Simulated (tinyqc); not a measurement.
# Worked calculation: electron mobility in a silicon inversion layer, empirical terms and Matthiessen rule

tinyqc, about 0.01 s, one thread, Intel Xeon 2.30GHz (shared host): `OMP_NUM_THREADS=1 python tinyqc.py 2510016 2510017 out.jsonl` Printed values are rounded.

Inversion layer of sheet density Ns on a uniformly doped body, under a high-permittivity gate with an interlayer. The mobility terms are empirical power laws with prefactors chosen for the exercise; adding their inverses (Matthiessen) is itself an approximation.

Parameters, values chosen for the exercise; material values close to those of silicon:

| symbol | value | unit | meaning |
|---|---|---|---|
| T | 350 | K | temperature |
| Eg | 1.13 | eV | band gap |
| eps_r | 11.7 |  | relative permittivity of the semiconductor |
| Nc | 3.59e19 | cm^-3 | conduction-band density of states at T |
| Nv | 3.38e19 | cm^-3 | valence-band density of states at T |
| Nb | 1.5e17 | cm^-3 | body doping |
| Vsb | 0 | V | reverse body bias |
| eta | 0.5 |  | weight of the inversion charge in the effective field |
| Cox | 1.13 | uF/cm^2 | gate capacitance |
| Ap | 416 | cm^2/(V s) | phonon-limited mobility at 1 MV/cm and 300 K |
| As | 1140 | cm^2/(V s) | roughness-limited mobility at 1 MV/cm |
| gs | 2 |  | exponent of the roughness term |
| Ac | 2900 | cm^2/(V s) | Coulomb prefactor |
| Nit | 1.1e10 | cm^-2 | charge at the interface |
| Ar | 360 | cm^2/(V s) | remote-phonon mobility without interlayer |
| ti | 0.6 | nm | interlayer thickness |
| lr | 0.8 | nm | decay length of remote phonons |
| Ns | 2.8e12 | cm^-2 | inversion density |
| WL | 10 |  | ratio W/L |
| Vd | 0.05 | V | drain voltage |
| I | 66.4 | uA | measured linear current |

Constants: q = 1.602176634e-19 C, kB = 1.380649e-23 J/K, Vt = kB T/q, eps0 = 8.8541878128e-14 F/cm where lengths are in cm. Results are converted to the units shown.

## Depletion charge and effective field

ni = sqrt(Nc Nv) exp(-Eg/(2 Vt)), Eg in volts; Ndep = sqrt(2 eps0 eps_r Nb (2 Vt ln(Nb/ni) + Vsb)/q); E = q (Ndep + eta Ns)/(eps0 eps_r), in MV/cm.

ni = 2.54896e11 cm^-3
Ndep = 1.24679e12 cm^-2
E = 0.409351 MV/cm

The depletion charge gives 47.1 % of the field.

## Mobility terms and their sum

With t = T/(300 K): muC = Ac (Ns/1e12 cm^-2) t/(Nb/1e17 cm^-3 + Nit/1e11 cm^-2), muP = Ap E^(-1/3) t^(-1.75), muS = As E^(-gs), muR = Ar exp(2 ti/lr)/t; 1/mu is the sum of the inverses.

terms (cm^2/(V s)): Coulomb 5884.06, phonon 427.797, roughness 6803.21, remote phonon 1382.92
mu = 296.068 cm^2/(V s)
shares of 1/mu (%): Coulomb 5.03170, phonon 69.2075, roughness 4.35189, remote phonon 21.4089

The phonon term limits most.

## Iteration 1: inversion density for the measured current

Ns at the start = 2e12 cm^-2

I = (W/L) q Ns mu Vd. E = q (Ndep + eta Ns)/(eps0 eps_r) in MV/cm. With t = T/(300 K): muC = Ac (Ns/1e12 cm^-2) t/(Nb/1e17 cm^-3 + Nit/1e11 cm^-2), muP = Ap E^(-1/3) t^(-1.75), muS = As E^(-gs), muR = Ar exp(2 ti/lr)/t; 1/mu is the sum of the inverses. Ns(new) = I/((W/L) q mu Vd).

E = 0.347487 MV/cm
mu = 304.853 cm^2/(V s)
Ns after iteration 1 = 2.71893e12 cm^-2

## Iteration 2: inversion density for the measured current

As before.

E = 0.403081 MV/cm
mu = 297.070 cm^2/(V s)
Ns after iteration 2 = 2.79016e12 cm^-2

## Course of the iteration: inversion density for the measured current

Stop when Ns changes by less than 1e5 cm^-2, or after 120 iterations.

Course of the iteration:
```
iteration  Ns (cm^-2)  |change| (cm^-2)
1          2.71893e12           7.19e11
2          2.79016e12           7.12e10
3          2.79844e12            8.29e9
4          2.79942e12            9.74e8
5          2.79953e12            1.15e8
6          2.79955e12            1.35e7
7          2.79955e12            1.59e6
8          2.79955e12            1.87e5
9          2.79955e12            2.20e4
```

Converged in 9 iterations. At the end each change is about 0.12 times the one before: linear convergence.

## Split C-V extraction

Vg, point 0 to 12 (V): [0.2, 0.3, 0.4, 0.5, 0.6, 0.7, 0.8, 0.9, 1, 1.1, 1.2, 1.3, 1.4]
Cgc, point 0 to 12 (uF/cm^2): [1.75758e-4, 0.00271623, 0.0406564, 0.413944, 1.01648, 1.12191, 1.12947, 1.12997, 1.13000, 1.13000, 1.13000, 1.13000, 1.13000]
I, point 0 to 12 (uA): [2.69794e-7, 6.43808e-5, 0.0142469, 1.41281, 13.4226, 31.2579, 48.2642, 63.8830, 78.2527, 91.5174, 103.790, 115.161, 125.701]

Q(Vg) is the trapezoid sum of Cgc from the first point (where Q is taken as 0); mu_eff = I/((W/L) Q Vd); mu_FE = (dI/dVg)/((W/L) Cox Vd) with a backward difference. Listed from point 4 on.

Q, point 4 to 12 (uC/cm^2): [0.0965644, 0.203484, 0.316053, 0.429025, 0.542023, 0.655023, 0.768023, 0.881023, 0.994023]
mu_eff, point 4 to 12 (cm^2/(V s)): [278.003, 307.227, 305.418, 297.805, 288.743, 279.432, 270.279, 261.425, 252.914]
mu_FE, point 4 to 12 (cm^2/(V s)): [212.562, 315.669, 300.997, 276.439, 254.331, 234.773, 217.220, 201.247, 186.556]

At the last point mu_FE is 26 % below mu_eff: where the mobility falls with gate voltage the slope of I understates it.
